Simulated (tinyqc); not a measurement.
Band gaps under pressure and temperature from deformation potentials: one step. Volume under pressure. Two cases, with inputs chosen for the exercise.

Problem. Give B0, V/V0, ln(V/V0), the change of the lattice constant and the linear estimate -P/B0.

Murnaghan: V/V0 = (1 + Bp P/B0)^(-1/Bp), B0 = (C11 + 2 C12)/3. Each gap moves by a ln(V/V0) with its volume potential a, and falls with temperature by aV T^2/(T + bV) (Varshni); the two effects are added. No change of phase is considered.

Give: B0; V/V0; ln(V/V0); change of a; -P/B0.

Case 1.

Values chosen (near those of GaAs, the X and L potentials typical of such crystals; the results hold for these values, not for the real material): C11 = 124.5 GPa; C12 = 57.2 GPa; Bp = 4.23 (pressure derivative of the bulk modulus); P = 1.4 GPa (pressure).

Solution.

B0 = 79.63 GPa
V/V0 = 0.98319
ln(V/V0) = -0.01696
change of a = -0.564 %
-P/B0 = -0.01758

The stiffening under pressure makes the compression 3.5 % smaller than the linear estimate.

Case 2.

Values chosen (near those of GaAs, the X and L potentials typical of such crystals; the results hold for these values, not for the real material): C11 = 123.4 GPa; C12 = 56.9 GPa; Bp = 4.11 (pressure derivative of the bulk modulus); P = 5 GPa (pressure).

Solution.

B0 = 79.07 GPa
V/V0 = 0.94534
ln(V/V0) = -0.05621
change of a = -1.856 %
-P/B0 = -0.06324

The stiffening under pressure makes the compression 11.1 % smaller than the linear estimate.

Computed by tinyqc, one run a case: `OMP_NUM_THREADS=1 python tinyqc.py N N+1 out.jsonl` with N = 1080477, 1080536; one thread of a shared Intel(R) Xeon(R) Processor @ 2.30GHz, about 0.01 s a run at most.
